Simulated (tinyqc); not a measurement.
Born-von Karman spring model of a cubic crystal with one atom per cell: one step, computed by the program tinyqc.

First neighbours lie at a/2 (1,1,0) (12 of them), second at a (1,0,0) (6), with all permutations and signs; the volume per atom is Omega = a^3/4. Two shells of springs match a real metal only roughly, above all at the zone boundary.

Problem. Frequencies and polarisations. Diagonalise D. An eigenvalue lambda of D in eV/(angstrom^2 u) gives nu = 15.6333042 THz x sqrt(lambda). Eigenvectors are columns, with the largest component positive; the longitudinal weight is (e.q)^2/q^2.

Inputs (values chosen for the exercise, modelled on nickel).

Lattice: fcc.

wave vector q (2 pi/a): [0.16, 0.3, 0]

D(q) (eV/(angstrom^2 u)), rows x, y, z:
```
[[0.04629017, 0.03095928, 0.00000000],
 [0.03095928, 0.07208768, 0.00000000],
 [0.00000000, 0.00000000, 0.03893311]]
```

Constants: nu for 1 eV/(angstrom^2 u) = 15.6333042 THz.

Give: eigenvalues; frequencies; polarisation vectors; longitudinal weights.

Solution.

eigenvalues (eV/(angstrom^2 u)): [0.02565, 0.03893, 0.09273]

frequencies (THz): [2.504, 3.085, 4.761]

polarisation vectors, rows x, y, z, columns mode 1, mode 2, mode 3:
```
[[0.832, 0.000, 0.555],
 [-0.555, 0.000, 0.832],
 [0.000, 1.000, 0.000]]
```

longitudinal weights: [0.0096, 0.0000, 0.9904]

Mode 3 is the most longitudinal, with weight 0.99.
